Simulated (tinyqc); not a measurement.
What each change does: band folding and unfolding in a supercell of a chain.

A chain with hopping -t and n = 4 sites a supercell. H(K) has v_j on the diagonal, -t between neighbours and -t exp(2 pi i K) on the bond that closes the cell (from the last site to the first of the next cell). The point K holds the n wave vectors k_m = (K + m)/n of the primitive zone, in 2 pi/a, m = 0 to n - 1, with E0 = -2t cos(2 pi k_m). The unfolding weight of a state c on k_m is |sum_j c_j exp(-2 pi i k_m j)|^2/n, j = 0 to n - 1.

Parameters, chosen for this exercise: t = 0.69 eV (hopping); v = (0.97, 0, 0, 0) eV (site energies in the supercell); Kq = 0.2 2 pi/(n a) (wave vector in the small zone).

The two lowest levels at K and the weight of the lowest on k_0. Each row changes one parameter from the base and keeps the others.

Results:
```
case                     level 1 (eV)  level 2 (eV)  weight
base                          -1.1592       -0.2391  0.9461
t = 0.759 eV                  -1.2846       -0.2764  0.9527
v = (-0.97, 0, 0, 0) eV       -1.7059       -0.6624  0.8729
Kq = 0.4 2 pi/(n a)           -1.0165       -0.5425  0.8053
```

The largest shifts from the base row, up to three for each result and ties (the steps differ in size, so this ranks the rows, not the parameters). level 1 (eV): v -0.5467, Kq +0.1426, t -0.1255. level 2 (eV): v -0.4233, Kq -0.3034, t -0.0373. weight: Kq -0.1409, v -0.0732, t +0.0066.

Computed by tinyqc, a small Python program: `OMP_NUM_THREADS=1 python tinyqc.py 1451556 1451557 out.jsonl` (the numbers bound the seed that draws the inputs); one thread of a shared host (Intel(R) Xeon(R) Processor @ 2.30GHz), about 0.01 s for the whole set of steps.
